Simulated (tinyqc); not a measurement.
# Equilibrium and kinetic segregation of a solute to boundaries and growing surfaces, step by step

A worked calculation. Computed by tinyqc, a small Python program that keeps every step. Command: `OMP_NUM_THREADS=1 python tinyqc.py 3010334 3010335 out.jsonl segreg walk`. One thread of a shared host (Intel(R) Xeon(R) Processor @ 2.30GHz), about 0.01 s of CPU time with the checks. Intermediate numbers are printed to about 7 digits and carried at full precision; extremes and crossings named in words are read from the listed rows.

Inputs (values chosen for the exercise, for a model alloy):
```
quantity                              value          unit
segregation energy Q                  0.776            eV
interaction z w (positive attracts)  -0.069            eV
total solute fraction x0              0.002             -
temperature T                          1025             K
grain size d                            490            nm
boundary thickness delta               0.46            nm
atomic volume Omega                    14.4    angstrom^3
clean boundary energy gamma_0          0.74         J/m^2
bulk diffusivity D                    1e-20         m^2/s
anneal time t                           4.4             s
exchange barrier E_b                    1.4            eV
surface segregation energy E_s         0.44            eV
growth temperature T_g                  740             K
growth rate                             1.3  monolayers/s
mixing                                  0.5             -
```

Isotherm: Fowler-Guggenheim.

Constants: k_B = 8.617333262e-05 eV/K; 1 eV/angstrom^2 = 16.02176634 J/m^2.

## Coverage for very large grains, by iteration

With theta the solute fraction on boundary sites and x that in the grains, theta/(1 - theta) = [x/(1 - x)] exp[(Q + z w theta)/(k_B T)]. The coverage theta_inf is that for x = x0. Start at theta = 0; theta(new) = theta + mixing (theta(out) - theta); stop below 1e-10, 80 steps at most.

Iteration:
```
step   theta in  theta out      out - in
1     0.0000000  0.9290946  9.290946e-01
2     0.4645473  0.9011410  4.365937e-01
3     0.6828441  0.8848760  2.020318e-01
4     0.7838601  0.8765898  9.272977e-02
5     0.8302249  0.8726179  4.239292e-02
6     0.8514214  0.8707659  1.934452e-02
...         ...        ...           ...
26    0.8691954  0.8691954  2.875121e-09
27    0.8691954  0.8691954  1.309882e-09
28    0.8691954  0.8691954  5.967713e-10
29    0.8691954  0.8691954  2.718842e-10
30    0.8691954  0.8691954  1.238682e-10
31    0.8691954  0.8691954  5.643330e-11
```

coverage theta_inf = 0.8691954

last residual = 5.643330e-11

Converged; without interaction theta would be 0.9291.

## Depletion of small grains

Finite grains: boundary sites are the fraction f = 3 delta/d, and x0 = (1 - f) x + f theta; solve both equations for theta; share at boundaries = f theta/x0.

site fraction f = 0.002816327

coverage theta = 0.5879028

fraction x left in the grains = 3.452461e-04

share of solute at boundaries = 82.78631 %

enrichment theta/x = 1702.851

83 % of the solute sits at boundaries; for a dopant that share is electrically lost. The supply limits the coverage, which stays well below theta_inf.

## Boundary energy

Gibbs adsorption for this isotherm in a dilute matrix: gamma = gamma_0 + Gam_0 [k_B T ln(1 - theta) + z w theta^2/2], Gam_0 = delta/Omega sites per area.

Gam_0 = 31.94444 1/nm^2

boundary energy gamma = 0.2782158 J/m^2

Segregation lowers gamma by 62 %, and the driving force of grain growth with it.

## How fast the boundary fills

McLean kinetics from a uniform start, fed from both sides, with a constant enrichment beta = theta_inf/x0: (theta - x0)/(theta_inf - x0) = 1 - exp(s^2) erfc(s), s = 2 sqrt(D t)/(beta delta); half filling at s = 0.7691, t = (0.7691 beta delta/2)^2/D. D is an input and does not follow T.

s = 0.002098510

degree of filling = 0.002363518

time to half filling = 591011.8 s

diffusion length sqrt(D t) = 0.2097618 nm

## Segregation at a growing surface

Two-state exchange during growth, dilute: jump up r_u = nu exp(-E_b/(k_B T_g)), jump back r_d = r_u exp(-E_s/(k_B T_g)), nu = 1e13 1/s. In the time 1/R of one monolayer the share carried up is p = [r_u/(r_u + r_d)] [1 - exp(-(r_u + r_d)/R)]; the tail decays as p^n, length -1/ln p monolayers; the equilibrium limit has p = r_u/(r_u + r_d).

r_u = 2919.339 1/s

r_d = 2.942115 1/s

share carried up p = 0.9989932

decay length = 992.7585 monolayers

Exchange is fast against growth: the equilibrium regime, where heating shortens the tail.

## Tail length against growth temperature

The formulas are those given above.

Exchange model:
```
T_g (K)         r_u/R          p  length (monolayers)  equilibrium limit
471      8.050526e-03  0.0080182         2.072092e-01           51059.59
504      7.703229e-02  0.0741399         3.843491e-01           25108.17
531      3.967399e-01  0.3274870         8.958111e-01           15000.37
558      1.743620e+00  0.8250586         5.200186e+00            9419.80
580      5.261079e+00  0.9946650         1.869403e+02            6657.52
602      1.464341e+01  0.9997924         4.816057e+03            4826.18
635      5.952983e+01  0.9996781         3.105987e+03            3105.99
684      3.721527e+02  0.9994275         1.746172e+03            1746.17
767      4.863882e+03  0.9987168         7.787827e+02             778.78
```

The length peaks among these rows at 602 K with 4820 monolayers. Below, exchange freezes (r_u/R = 0.0081 in the first row); above, the length follows the equilibrium limit, about exp(E_s/(k_B T)), down to 779.

## Coverage against grain size

The formulas are those given above.

At T:
```
d (nm)      theta  x in the grains  share at boundaries (%)
15      0.0217051     3.451221e-06                 99.84331
30      0.0433297     7.165378e-06                 99.65821
60      0.0863001     1.545250e-05                 99.24515
120     0.1708183     3.600316e-05                 98.22054
250     0.3434697     1.046247e-04                 94.79764
500     0.5952827     3.580079e-04                 82.14901
1000    0.7707040     9.377225e-04                 53.17858
5000    0.8555626     1.764352e-03                 11.80676
```

From the largest grains to the smallest the share at boundaries rises from 12 to 100 %, and x/x0 falls to 0.0017. In the dilute limit x/x0 = 1/(1 - f + f exp(Q/(k_B T))), which gives 0.0017 at 15 nm.

Checks made by the program: mass balance (relative difference below 1e-10).
